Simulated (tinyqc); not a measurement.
Ewald sum of point charges, zinc blende lattice, step by step. Computed by tinyqc, a small Python program that keeps every step. Command: `OMP_NUM_THREADS=1 python tinyqc.py 23120 23121 out.jsonl` (the two numbers bound the seeds that draw the settings). One thread of a shared host (Intel(R) Xeon(R) Processor @ 2.60GHz), about 0.04 s of CPU time with the checks.

## Ewald sum with eta = 0.505 1/bohr

cell vectors (rows) (bohr):
```
        1       2       3
1  0.0000  3.0100  3.0100
2  3.0100  0.0000  3.0100
3  3.0100  3.0100  0.0000
```

Charges:
```
q            f1      f2      f3
2.0000   0.0000  0.0000  0.0000
-2.0000  0.2500  0.2500  0.2500
```

Real space: 1/2 sum q_i q_j erfc(eta r)/r over all images with r > 0; reciprocal space: (2 pi/V) sum_(G != 0) exp(-G^2/4 eta^2)/G^2 |S(G)|^2 with S(G) = sum q exp(i G.r); self term -eta/sqrt(pi) sum q^2; background -pi Q^2/(2 V eta^2), Q the total charge.

Real-space shells (first ones):
```
r (bohr)  pairs  sum (hartree)
2.6067        8        -0.3845
4.2568       24         0.0267
4.9915       24        -0.0035
6.0200       12       6.83e-05
6.5601       24      -2.05e-05
7.3730       48       1.82e-06
7.8202       32      -1.91e-07
8.5136       24       6.77e-09
8.9037       48      -2.19e-09
9.5185       48       1.07e-10
9.8689       24              0
10.4269      16              0
```

Reciprocal shells (first ones that count):
```
G^2 (1/bohr^2)  vectors  sum (hartree)
3.2680                8         0.0916
4.3574                6         0.0354
11.9828              24       1.46e-05
13.0722               8       3.07e-06
20.6976              24       1.65e-09
21.7870              24       1.08e-09
```

## The total does not depend on eta

The same sums for other eta.

Totals (hartree per cell):
```
eta        real  reciprocal     self  background      total
0.5050  -0.3613      0.1271  -2.2793      0.0000  -2.513572
0.8950  -0.0059      1.5320  -4.0396      0.0000  -2.513572
1.0310  -0.0009      2.1407  -4.6534      0.0000  -2.513572
```

shortest distance = 2.6067 bohr

Madelung constant -E d / (formula units |q+ q-|) = 1.6381
